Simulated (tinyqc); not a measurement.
Threshold of a short bulk MOSFET: charge sharing, barrier lowering, narrow width: two steps of the calculation.

n-channel device on a p-type body, depletion approximation, full ionisation. Uniform doping N = Na. Vbi from Boltzmann statistics is rough for the degenerate source. Cox = eps0 eox/tox.

Values chosen for this exercise; band and dielectric values close to those of silicon: temperature T = 250 K; band gap Eg = 1.14 eV; relative permittivity eps_r = 11.8; conduction-band density of states at T Nc = 2.12e19 cm^-3; valence-band density of states at T Nv = 2.04e19 cm^-3; relative permittivity of the gate insulator (close to silicon dioxide) eox = 3.9; insulator thickness tox = 7.3 nm; channel doping Na = 1.8e17 cm^-3; source and drain doping Nsd = 1e20 cm^-3; flat-band voltage for the doping Na Vfb = -0.87 V; junction depth xj = 12 nm; body-source voltage Vbs = 0 V; drain-source voltage Vds = 1 V; gate width W = 1800 nm; shape factor of the fringing depletion at the width edges xw = 0; channel length L = 190 nm.

Constants: q = 1.602176634e-19 C, kB = 1.380649e-23 J/K, Vt = kB T/q, eps0 = 8.8541878128e-14 F/cm where lengths are in cm. Results are converted to the units shown.

Problem 1. Long-channel threshold and scales. ni = sqrt(Nc Nv) exp(-Eg/(2 Vt)), Eg in volts; 2 pB = 2 Vt ln(N/ni); flat band Vfb - Vt ln(N/Na); Wd = sqrt(2 eps0 eps_r (2 pB - Vbs)/(q N)); body term q N Wd/Cox; long-channel VT0 = flat band + 2 pB + body term; Vbi = Vt ln(N Nsd/ni^2); scale length l = sqrt((eps_r/eox) tox Wd).

Wanted: N; 2 pB; flat band; Wd; body term; VT0; Vbi; l.

Solution 1.

N = 1.8000e17 cm^-3
2 pB = 0.93536 V
flat band = -0.87000 V
Wd = 82.324 nm
body term = 0.50190 V
VT0 = 0.56726 V
Vbi = 1.0715 V
l = 42.642 nm

Problem 2. Short-channel and narrow-width shifts. Charge sharing (trapezoid; it ignores Vds): F = (xj/L)(sqrt(1 + 2 Wd/xj) - 1), lowering = body term times F. Barrier lowering: th = exp(-L/(2 l)) + 2 exp(-L/l), lowering = th [2 (Vbi - 2 pB) + Vds], DIBL = th. Narrow width: rise = body term times xw Wd/W. VT by each model = VT0 - lowering + rise.

2 pB = 0.93535701 V
Wd = 82.324219 nm
body term = 0.50190329 V
VT0 = 0.56726030 V
Vbi = 1.0715102 V
l = 42.641644 nm

Give: F; lowering by charge sharing; th; lowering of the barrier; DIBL; narrow-width rise; VT, charge sharing; VT, barrier lowering.

Solution 2.

F = 0.1792
lowering by charge sharing = 89.92 mV
th = 0.1310
lowering of the barrier = 166.6 mV
DIBL = 131.0 mV/V
narrow-width rise = 0 mV
VT, charge sharing = 0.4773 V
VT, barrier lowering = 0.4006 V

L is 4.46 scale lengths. The charge-sharing lowering is 46 % below the barrier lowering; the first falls off as 1/L and the second exponentially. Both describe the same loss of gate control, so they are alternatives and are not added.

Computed by the program tinyqc: `OMP_NUM_THREADS=1 python tinyqc.py 2002011 2002012 out.jsonl`, one thread of a shared Intel Xeon 2.30GHz, about 0.01 s for the whole run.
